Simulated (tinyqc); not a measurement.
Concentration-dependent dopant diffusion with charged defects and the built-in field: one step, computed by the program tinyqc. Command: `OMP_NUM_THREADS=1 python tinyqc.py 3005926 3005927 out.jsonl extrinsic walk`. One thread of a shared host (Intel(R) Xeon(R) Processor @ 2.30GHz), about 0.06 s of CPU time with the checks.

A constant source C_s feeds a half space. The dopant moves through neutral point defects and through charged ones, whose number grows with the majority carrier density n.

Task: Diffusivity at the surface. n = C/2 + sqrt(C^2/4 + n_i^2); D(C) = h [Dx + D1 (n/n_i) + D2 (n/n_i)^2], h = 1 + C/sqrt(C^2 + 4 n_i^2).

Inputs (values chosen for the exercise, modelled on phosphorus in silicon): surface concentration C_s = 1.8e+20 1/cm^3; temperature T = 1125 C.

Field enhancement: on.

n_i = 1.340748e+19 1/cm^3

partial diffusivities (cm^2/s): Dx 2.386104e-13, D1 1.548722e-14, D2 7.940963e-15

intrinsic diffusivity D_i = 2.620386e-13 cm^2/s

Give: n/n_i; field factor h; surface diffusivity D_s; enhancement D_s/D_i.

Result:

n/n_i = 13.50

field factor h = 1.989

surface diffusivity D_s = 3.769e-12 cm^2/s

enhancement D_s/D_i = 14.38

C_s is 13.4 times n_i: diffusion is extrinsic near the surface. At such a C_s dopants can cluster or exceed their solubility, which the model leaves out.
